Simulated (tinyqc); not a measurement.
## Ten-year voltage from two stress tests

Problem. Lifetimes follow tau = t0 exp(B/Vd). Ten years are 3.15576e8 s. Find B, t0 and the drain voltage for ten years.

lifetimes at Vd = 2.6 and 3 V (s): [8e5, 7918.70049]

Solution. ln(tau) is linear in 1/Vd.

B = 90.00 V
t0 = 7.410e-10 s
ten-year voltage = 2.217 V

Numbers from tinyqc (`OMP_NUM_THREADS=1 python tinyqc.py 2550146 2550147 out.jsonl`; about 0.01 s on one thread of a shared Intel Xeon 2.30GHz).
